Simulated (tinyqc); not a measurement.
# Absorption edge of a degenerate semiconductor, band filling against gap narrowing, step by step

Program tinyqc, `OMP_NUM_THREADS=1 python tinyqc.py 2330091 2330092 out.jsonl`; Intel Xeon 2.30GHz, shared host, one thread, about 0.01 s. Printed values are rounded.

n-type, parabolic bands, full ionisation. eta = (EF - Ec)/kB T solves N = Nc F12(eta), F12(x) = (2/sqrt(pi)) int_0^infinity sqrt(u)/(1 + exp(u - x)) du. The gap shrinks rigidly by dEg = a3 y^(1/3) + a4 y^(1/4) + a2 y^(1/2), y = N/1e18 cm^-3, an empirical law that is here taken as the true narrowing.

Values chosen for this exercise; band and dielectric values close to those of gallium nitride: temperature T = 300 K; band gap Eg = 3.41 eV; conduction-band density of states at 300 K, from me Nc = 2.31e18 cm^-3; electron mass me = 0.204 m0; hole mass mh = 1 m0; ionised donor density N = 1.5e18 cm^-3; coefficient of (N/1e18)^(1/3) a3 = 12.4 meV; coefficient of (N/1e18)^(1/4) a4 = 7.4 meV; coefficient of (N/1e18)^(1/2) a2 = 1.9 meV.

Constants: q = 1.602176634e-19 C, kB = 1.380649e-23 J/K, h = 6.62607015e-34 J s, c = 299792458 m/s, Vt = kB T/q. Results are converted to the units shown.

Range of the model: Band tails, non-parabolic bands and incomplete ionisation are left out.

## Iteration 1: Fermi level

eta at the start (Boltzmann value) = -0.4318

Newton step on ln F12(eta) = ln(N/Nc): eta(new) = eta - ln(Nc F12/N) F12/Fm, Fm(x) = dF12/dx = (1/sqrt(pi)) int_0^infinity u^(-1/2)/(1 + exp(u - x)) du.

F12 = 0.537681
Fm = 0.452858
eta after iteration 1 = -0.207746

## Course of the iteration

Stop when eta changes by less than 1e-9.

Course of the iteration:
```
iteration        eta    change
1          -0.207746     0.224
2          -0.204251   3.50e-3
3          -0.204250   9.01e-7
4          -0.204250  5.96e-14
```

Converged in 4 iterations.

## The optical edge

converged eta = -0.204250

Vertical transitions need an empty final state: the edge is taken where the state lies 4 kB T below EF, E_opt = Eg - dEg + (1 + me/mh) max(eta - 4, 0) kB T; wavelength h c/(q E_opt).

dEg = 24.7109 meV
EF - Ec = -5.28026 meV
filling shift = 0 meV
E_opt = 3.38529 eV
wavelength = 366.244 nm

The edge lies 24.7 meV below the undoped gap: narrowing outweighs filling.
